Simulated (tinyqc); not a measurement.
The basis set: RHF and MP2 along a ladder of basis sets, for BeH+, spin multiplicity 1. Computed by the program tinyqc with PySCF. Same geometry throughout; the dipole is taken about the origin.

Geometry (angstrom):
```
atom,x,y,z
Be,0.0000,0.0000,0.0000
H,0.0000,0.0000,1.1670
```

RHF and frozen-core MP2 in a ladder of bases:
```
basis,functions,E(RHF) (hartree),E(MP2 corr) (hartree),HOMO (eV),LUMO (eV),dipole (debye)
sto-3g,6,-14.65335,-0.01160,-21.174,-7.336,2.956
3-21g,11,-14.75084,-0.01456,-21.107,-7.826,2.751
6-31g,11,-14.83696,-0.01465,-21.171,-7.753,2.630
6-31g**,19,-14.84158,-0.02492,-21.124,-7.766,2.649
cc-pvdz,19,-14.84030,-0.02485,-21.112,-7.856,2.685
cc-pvtz,44,-14.84502,-0.02949,-21.161,-7.810,2.663
```

What does the comparison show, and why?

From cc-pVDZ to cc-pVTZ the RHF energy falls by 4.7 mhartree and the correlation energy by 4.6. If valence correlation converges as X^-3, (27 E(T) - 8 E(D))/19 gives -0.0314 hartree, a rough estimate from such small X that usually falls short; STO-3G holds about 37 % of it. Beyond STO-3G the LUMO moves by 0.1 eV and the HOMO by 0.1 eV.
